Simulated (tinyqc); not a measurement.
Coupled-perturbed Hartree-Fock on RHF in the 6-31g basis, for H4, spin multiplicity 1, step by step (part 2 of 2). Computed by tinyqc, a small Python program that keeps every step (integrals from PySCF). Command: `OMP_NUM_THREADS=1 python tinyqc.py 20239 20240 out.jsonl` (the two numbers bound the seeds that draw the settings). One thread of a shared host (Intel(R) Xeon(R) Processor @ 2.60GHz), about 0.1 s of CPU time with the checks.

Geometry (angstrom):
```
atom         x         y         z
H     0.000000  0.000000  0.000000
H     0.000000  0.000000  0.725000
H     0.000000  1.301000  0.000000
H     0.000000  1.301000  0.725000
```

## Iteration 9 (converged): orbitals

converged F (hartree), order 1H 1s, 1H 2s, 2H 1s, 2H 2s, 3H 1s, 3H 2s, 4H 1s, 4H 2s:
$$\begin{pmatrix}
-0.086951 & -0.541533 & -0.593270 & -0.544726 & -0.177352 & -0.303562 & -0.142805 & -0.292006 \\
-0.541533 & -0.425619 & -0.544726 & -0.456372 & -0.303562 & -0.355834 & -0.292006 & -0.365721 \\
-0.593270 & -0.544726 & -0.086951 & -0.541533 & -0.142805 & -0.292006 & -0.177352 & -0.303562 \\
-0.544726 & -0.456372 & -0.541533 & -0.425619 & -0.292006 & -0.365721 & -0.303562 & -0.355834 \\
-0.177352 & -0.303562 & -0.142805 & -0.292006 & -0.086951 & -0.541533 & -0.593270 & -0.544726 \\
-0.303562 & -0.355834 & -0.292006 & -0.365721 & -0.541533 & -0.425619 & -0.544726 & -0.456372 \\
-0.142805 & -0.292006 & -0.177352 & -0.303562 & -0.593270 & -0.544726 & -0.086951 & -0.541533 \\
-0.292006 & -0.365721 & -0.303562 & -0.355834 & -0.544726 & -0.456372 & -0.541533 & -0.425619
\end{pmatrix}$$

X, order 1H 1s, 1H 2s, 2H 1s, 2H 2s, 3H 1s, 3H 2s, 4H 1s, 4H 2s:
$$\begin{pmatrix}
1.308453 & -0.533128 & -0.202488 & 0.074482 & 0.007474 & 0.015866 & 0.029319 & 0.002144 \\
-0.533128 & 2.419669 & 0.074482 & -1.272824 & 0.015866 & -0.776510 & 0.002144 & 0.418179 \\
-0.202488 & 0.074482 & 1.308453 & -0.533128 & 0.029319 & 0.002144 & 0.007474 & 0.015866 \\
0.074482 & -1.272824 & -0.533128 & 2.419669 & 0.002144 & 0.418179 & 0.015866 & -0.776510 \\
0.007474 & 0.015866 & 0.029319 & 0.002144 & 1.308453 & -0.533128 & -0.202488 & 0.074482 \\
0.015866 & -0.776510 & 0.002144 & 0.418179 & -0.533128 & 2.419669 & 0.074482 & -1.272824 \\
0.029319 & 0.002144 & 0.007474 & 0.015866 & -0.202488 & 0.074482 & 1.308453 & -0.533128 \\
0.002144 & 0.418179 & 0.015866 & -0.776510 & 0.074482 & -1.272824 & -0.533128 & 2.419669
\end{pmatrix}$$

Diagonalise F' = X^T F X, C = X C', fill 2 alpha and 2 beta electrons from the bottom; D = 2 C_occ C_occ^T. Each column has its largest component positive (the first on a tie).

F' = X^T F X (hartree):
$$\begin{pmatrix}
0.613505 & -0.589379 & -0.549459 & -0.102459 & -0.037886 & -0.056962 & 0.049842 & -0.032327 \\
-0.589379 & 0.324656 & -0.102459 & -0.206527 & -0.056962 & -0.113550 & -0.032327 & -0.027131 \\
-0.549459 & -0.102459 & 0.613505 & -0.589379 & 0.049842 & -0.032327 & -0.037886 & -0.056962 \\
-0.102459 & -0.206527 & -0.589379 & 0.324656 & -0.032327 & -0.027131 & -0.056962 & -0.113550 \\
-0.037886 & -0.056962 & 0.049842 & -0.032327 & 0.613505 & -0.589379 & -0.549459 & -0.102459 \\
-0.056962 & -0.113550 & -0.032327 & -0.027131 & -0.589379 & 0.324656 & -0.102459 & -0.206527 \\
0.049842 & -0.032327 & -0.037886 & -0.056962 & -0.549459 & -0.102459 & 0.613505 & -0.589379 \\
-0.032327 & -0.027131 & -0.056962 & -0.113550 & -0.102459 & -0.206527 & -0.589379 & 0.324656
\end{pmatrix}$$

orbital energies (hartree): MO1 -0.755955, MO2 -0.455900, MO3 0.159114, MO4 0.373872, MO5 0.766800, MO6 0.809406, MO7 1.360885, MO8 1.494422

coefficients C, order 1H 1s, 1H 2s, 2H 1s, 2H 2s, 3H 1s, 3H 2s, 4H 1s, 4H 2s:
$$\begin{pmatrix}
0.230483 & 0.255099 & 0.103731 & 0.082620 & -0.526789 & 0.567355 & -0.794838 & -0.822828 \\
0.136620 & 0.302879 & 0.945650 & 2.016676 & 0.729008 & -0.430481 & 0.868146 & 1.414449 \\
0.230483 & 0.255099 & -0.103731 & -0.082620 & -0.526789 & 0.567355 & 0.794838 & 0.822828 \\
0.136620 & 0.302879 & -0.945650 & -2.016676 & 0.729008 & -0.430481 & -0.868146 & -1.414449 \\
0.230483 & -0.255099 & 0.103731 & -0.082620 & 0.526789 & 0.567355 & -0.794838 & 0.822828 \\
0.136620 & -0.302879 & 0.945650 & -2.016676 & -0.729008 & -0.430481 & 0.868146 & -1.414449 \\
0.230483 & -0.255099 & -0.103731 & 0.082620 & 0.526789 & 0.567355 & 0.794838 & -0.822828 \\
0.136620 & -0.302879 & -0.945650 & 2.016676 & -0.729008 & -0.430481 & -0.868146 & 1.414449
\end{pmatrix}$$

D after iteration 9, order 1H 1s, 1H 2s, 2H 1s, 2H 2s, 3H 1s, 3H 2s, 4H 1s, 4H 2s:
$$\begin{pmatrix}
0.236395 & 0.217505 & 0.236395 & 0.217505 & -0.023906 & -0.091551 & -0.023906 & -0.091551 \\
0.217505 & 0.220802 & 0.217505 & 0.220802 & -0.091551 & -0.146142 & -0.091551 & -0.146142 \\
0.236395 & 0.217505 & 0.236395 & 0.217505 & -0.023906 & -0.091551 & -0.023906 & -0.091551 \\
0.217505 & 0.220802 & 0.217505 & 0.220802 & -0.091551 & -0.146142 & -0.091551 & -0.146142 \\
-0.023906 & -0.091551 & -0.023906 & -0.091551 & 0.236395 & 0.217505 & 0.236395 & 0.217505 \\
-0.091551 & -0.146142 & -0.091551 & -0.146142 & 0.217505 & 0.220802 & 0.217505 & 0.220802 \\
-0.023906 & -0.091551 & -0.023906 & -0.091551 & 0.236395 & 0.217505 & 0.236395 & 0.217505 \\
-0.091551 & -0.146142 & -0.091551 & -0.146142 & 0.217505 & 0.220802 & 0.217505 & 0.220802
\end{pmatrix}$$

## Convergence

Stop when the energy changes by less than 1e-10 hartree and every element of the error matrix X^T (F D S - S D F) X is below 3e-06.

Course of the cycle:
```
iteration  E (hartree)     change  largest element of the error matrix
1          -2.06638021          -                             1.45e-01
2          -2.14116894  -7.48e-02                             3.08e-02
3          -2.14462570  -3.46e-03                             1.92e-04
4          -2.14462585  -1.46e-07                             4.96e-05
5          -2.14462585  -5.11e-09                             3.38e-05
6          -2.14462585  -1.72e-09                             2.65e-05
7          -2.14462586  -8.26e-10                             2.22e-05
8          -2.14462586  -1.91e-09                             8.44e-09
9          -2.14462586  -6.22e-15                             2.55e-11
```

PySCF RHF in the same basis = -2.14462586 hartree

Converged in 9 iterations.

## Integrals over molecular orbitals

core Hamiltonian H = T + V (hartree), order 1H 1s, 1H 2s, 2H 1s, 2H 2s, 3H 1s, 3H 2s, 4H 1s, 4H 2s:
$$\begin{pmatrix}
-1.735711 & -1.428830 & -1.198801 & -1.188867 & -0.336959 & -0.721969 & -0.206745 & -0.597748 \\
-1.428830 & -1.664869 & -1.188867 & -1.507941 & -0.721969 & -1.150163 & -0.597748 & -1.039601 \\
-1.198801 & -1.188867 & -1.735711 & -1.428830 & -0.206745 & -0.597748 & -0.336959 & -0.721969 \\
-1.188867 & -1.507941 & -1.428830 & -1.664869 & -0.597748 & -1.039601 & -0.721969 & -1.150163 \\
-0.336959 & -0.721969 & -0.206745 & -0.597748 & -1.735711 & -1.428830 & -1.198801 & -1.188867 \\
-0.721969 & -1.150163 & -0.597748 & -1.039601 & -1.428830 & -1.664869 & -1.188867 & -1.507941 \\
-0.206745 & -0.597748 & -0.336959 & -0.721969 & -1.198801 & -1.188867 & -1.735711 & -1.428830 \\
-0.597748 & -1.039601 & -0.721969 & -1.150163 & -1.188867 & -1.507941 & -1.428830 & -1.664869
\end{pmatrix}$$

Given earlier and not repeated: Two-electron integrals (ij|kl) in chemists' order.

(pq|rs) = sum C_ip C_jq C_kr C_ls (ij|kl), one index at a time.

one-electron integrals over orbitals h = C^T H C (hartree):
$$\begin{pmatrix}
-2.131316 & 0.000000 & 0.000000 & 0.000000 & 0.000000 & -0.215913 & 0.000000 & 0.000000 \\
0.000000 & -1.785352 & 0.000000 & 0.000000 & 0.279759 & 0.000000 & 0.000000 & 0.000000 \\
0.000000 & 0.000000 & -1.271320 & 0.000000 & 0.000000 & 0.000000 & 0.305374 & 0.000000 \\
0.000000 & 0.000000 & 0.000000 & -0.919648 & 0.000000 & 0.000000 & 0.000000 & 0.295699 \\
0.000000 & 0.279759 & 0.000000 & 0.000000 & -0.755888 & 0.000000 & 0.000000 & 0.000000 \\
-0.215913 & 0.000000 & 0.000000 & 0.000000 & 0.000000 & -0.760223 & 0.000000 & 0.000000 \\
0.000000 & 0.000000 & 0.305374 & 0.000000 & 0.000000 & 0.000000 & -0.481874 & 0.000000 \\
0.000000 & 0.000000 & 0.000000 & 0.295699 & 0.000000 & 0.000000 & 0.000000 & -0.394808
\end{pmatrix}$$

Two-electron integrals over orbitals (pq|rs), unique and non-zero (hartree):
```
(11|11) 0.536447    (21|21) 0.166438    (22|11) 0.502676    (22|22) 0.490538
(31|31) 0.062437    (32|32) 0.032420    (33|11) 0.391877    (33|22) 0.370768
(33|33) 0.357166    (41|32) 0.029413    (41|41) 0.026808    (42|31) 0.050189
(42|42) 0.047921    (43|21) 0.081387    (43|43) 0.069976    (44|11) 0.343450
(44|22) 0.340675    (44|33) 0.316592    (44|44) 0.307456    (51|21) -0.067432
(51|43) -0.014628   (51|51) 0.051524    (52|11) -0.121104   (52|22) -0.104984
(52|33) -0.051001   (52|44) -0.028530   (52|52) 0.071302    (53|32) 0.001239
(53|41) 0.002149    (53|53) 0.013708    (54|31) 0.012958    (54|42) 0.018063
(54|54) 0.026505    (55|11) 0.415576    (55|22) 0.407181    (55|33) 0.323780
(55|44) 0.307107    (55|52) -0.069563   (55|55) 0.361214    (61|11) 0.096831
(61|22) 0.092102    (61|33) 0.031397    (61|44) 0.024050    (61|52) -0.057922
(61|55) 0.063750    (61|61) 0.054873    (62|21) 0.065123    (62|43) 0.012007
(62|51) -0.049493   (62|62) 0.050057    (63|31) -0.023581   (63|42) -0.019582
(63|54) -0.023242   (63|63) 0.032349    (64|32) -0.006420   (64|41) -0.006671
(64|53) -0.014038   (64|64) 0.015980    (65|21) -0.120551   (65|43) -0.066834
(65|51) 0.043662    (65|62) -0.041630   (65|65) 0.099340    (66|11) 0.426993
(66|22) 0.410287    (66|33) 0.341311    (66|44) 0.308781    (66|52) -0.076803
(66|55) 0.357326    (66|61) 0.059796    (66|66) 0.370693    (71|31) -0.050867
(71|42) -0.041142   (71|54) 0.009087    (71|63) -0.006651   (71|71) 0.072797
(72|32) -0.035405   (72|41) -0.031033   (72|53) 0.015563    (72|64) -0.010910
(72|72) 0.063482    (73|11) -0.102078   (73|22) -0.093745   (73|33) -0.041581
(73|44) -0.031324   (73|52) 0.047182    (73|55) -0.064069   (73|61) -0.042272
(73|66) -0.061132   (73|73) 0.047095    (74|21) -0.045130   (74|43) -0.009714
(74|51) 0.029005    (74|62) -0.029224   (74|65) 0.025863    (74|74) 0.024833
(75|32) 0.033889    (75|41) 0.029890    (75|53) -0.008019   (75|64) 0.002152
(75|72) -0.053111   (75|75) 0.051947    (76|31) -0.055805   (76|42) -0.047629
(76|54) -0.006199   (76|63) 0.012562    (76|71) 0.061082    (76|76) 0.068952
(77|11) 0.506727    (77|22) 0.482792    (77|33) 0.382807    (77|44) 0.338389
(77|52) -0.122647   (77|55) 0.404412    (77|61) 0.100926    (77|66) 0.415555
(77|73) -0.099896   (77|77) 0.512055    (81|32) -0.038073   (81|41) -0.033270
(81|53) 0.015736    (81|64) -0.009966   (81|72) 0.065691    (81|75) -0.056031
(81|81) 0.068780    (82|31) -0.055092   (82|42) -0.045459   (82|54) 0.009199
(82|63) -0.004606   (82|71) 0.076342    (82|76) 0.067163    (82|82) 0.082308
(83|21) -0.062709   (83|43) -0.022206   (83|51) 0.036135    (83|62) -0.034712
(83|65) 0.039470    (83|74) 0.028573    (83|83) 0.035771    (84|11) -0.097525
(84|22) -0.089689   (84|33) -0.048786   (84|44) -0.031749   (84|52) 0.044706
(84|55) -0.058431   (84|61) -0.036803   (84|66) -0.062404   (84|73) 0.040238
(84|77) -0.097852   (84|84) 0.039525    (85|31) 0.054267    (85|42) 0.047331
(85|54) 0.004540    (85|63) -0.006328   (85|71) -0.065489   (85|76) -0.067864
(85|82) -0.069904   (85|85) 0.070412    (86|32) -0.033570   (86|41) -0.029753
(86|53) 0.008083    (86|64) -0.002943   (86|72) 0.054050    (86|75) -0.052154
(86|81) 0.056274    (86|86) 0.053087    (87|21) 0.173765    (87|43) 0.085753
(87|51) -0.083442   (87|62) 0.080500    (87|65) -0.129802   (87|74) -0.055278
(87|83) -0.076321   (87|87) 0.210211    (88|11) 0.520789    (88|22) 0.499370
(88|33) 0.384349    (88|44) 0.344216    (88|52) -0.130023   (88|55) 0.416837
(88|61) 0.110040    (88|66) 0.423696    (88|73) -0.110081   (88|77) 0.527721
(88|84) -0.104616   (88|88) 0.547828
```

## Response to a field: uncoupled start

dipole integrals <a|z|i> (bohr), order a3, a4, a5, a6, a7, a8:
$$\begin{pmatrix}
-0.989835 & 0.000000 \\
0.000000 & -0.991360 \\
0.000000 & 0.000000 \\
0.000000 & 0.000000 \\
0.188526 & 0.000000 \\
0.000000 & 0.248383
\end{pmatrix}$$

Field along z; U_ai = -mu_ai / (e_a - e_i), alpha = -4 sum U_ai mu_ai.

uncoupled U, order a3, a4, a5, a6, a7, a8:
$$\begin{pmatrix}
1.081706 & 0.000000 \\
0.000000 & 1.194738 \\
0.000000 & 0.000000 \\
0.000000 & 0.000000 \\
-0.089060 & 0.000000 \\
0.000000 & -0.127355
\end{pmatrix}$$

uncoupled polarisability = 9.214199 bohr^3

## Coupled step 1

U_ai = -(mu_ai + sum_bj [4 (ai|bj) - (ab|ij) - (aj|bi)] U_bj) / (e_a - e_i); alpha = -4 sum U_ai mu_ai.

U after step 1, order a3, a4, a5, a6, a7, a8:
$$\begin{pmatrix}
1.184516 & 0.000000 \\
0.000000 & 1.344334 \\
0.000000 & 0.000000 \\
0.000000 & 0.000000 \\
-0.021513 & 0.000000 \\
0.000000 & -0.045905
\end{pmatrix}$$

polarisability = 10.082610 bohr^3

## Coupled step 2

As before.

U after step 2, order a3, a4, a5, a6, a7, a8:
$$\begin{pmatrix}
1.207166 & 0.000000 \\
0.000000 & 1.380468 \\
0.000000 & 0.000000 \\
0.000000 & 0.000000 \\
-0.006147 & 0.000000 \\
0.000000 & -0.027760
\end{pmatrix}$$

polarisability = 10.285964 bohr^3

## Coupled polarisability

Repeat until U stops changing; compare with -d2E/dF2.

Course of the coupled iterations:
```
step  alpha (bohr^3)
0           9.214199
1          10.082610
2          10.285964
3          10.332747
4          10.343527
5          10.346015
6          10.346591
7          10.346725
8          10.346756
9          10.346764
10         10.346765
11         10.346766
12         10.346766
13         10.346766
14         10.346766
15         10.346766
```

coupled polarisability = 10.346766 bohr^3

finite-field check, fields of +/-0.001 au = 10.346757 bohr^3
